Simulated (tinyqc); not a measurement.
Capacitance of parallel on-chip lines from Laplace's equation on a mesh: one step of the calculation.

Cross-section of an endless row of equal lines between two grounded planes; neighbours are driven in antiphase (+1 V and -1 V), so the plane midway between two lines is at 0 V. By symmetry one quarter is solved: x runs from the centre of a line (column 0, mirror) to that midplane (column 4, 0 V), y from the mid-height of the line (row 0, mirror) to the ground plane (row 3, 0 V). The line fills columns 0 to 2 and rows 0 to 1 at 1 V. Cells beside the line (below row 1) have e2, cells above have e1. Each link between nodes has the conductance g = mean permittivity of the two cells beside it (a cell beyond a mirror counts as 0), and the free nodes obey sum g (V_neighbour - V) = 0.

Task. Capacitance per length. C = 4 eps0 sum g (difference of V)^2 over all links (twice the energy of the four quarters, line at 1 V). Plate estimate without fringing: eps0 [2 e1 w/hd + 2 e2 t/(s/2)], w = 4 hx, t = 2 hx, s/2 = 2 hx, hd = 2 hx.

Inputs (values chosen for the exercise): relative permittivity above and below the lines e1 = 2.4; relative permittivity between the lines e2 = 2.

Constants: eps0 = 8.8541878128e-12 F/m. Results are converted to the units shown.

converged V (V):
```
           col 0      col 1      col 2      col 3      col 4
row 0  1.0000000  1.0000000  1.0000000  0.4550562  0.0000000
row 1  1.0000000  1.0000000  1.0000000  0.4101124  0.0000000
row 2  0.4887640  0.4775281  0.4213483  0.2078652  0.0000000
row 3  0.0000000  0.0000000  0.0000000  0.0000000  0.0000000
```

gx:
```
       col 0  col 1  col 2  col 3
row 0      1      1      1      1
row 1    2.2    2.2    2.2    2.2
row 2    2.4    2.4    2.4    2.4
row 3    1.2    1.2    1.2    1.2
```

gy:
```
       col 0  col 1  col 2  col 3  col 4
row 0      1      2      2      2      1
row 1    1.2    2.4    2.4    2.4    1.2
row 2    1.2    2.4    2.4    2.4    1.2
```

Find: C; plate estimate.

Result.

C = 180.59 aF/um
plate estimate = 120.42 aF/um

Numbers from tinyqc (`OMP_NUM_THREADS=1 python tinyqc.py 2790197 2790198 out.jsonl`; about 0.8 s on one thread of a shared Intel Xeon 2.30GHz).
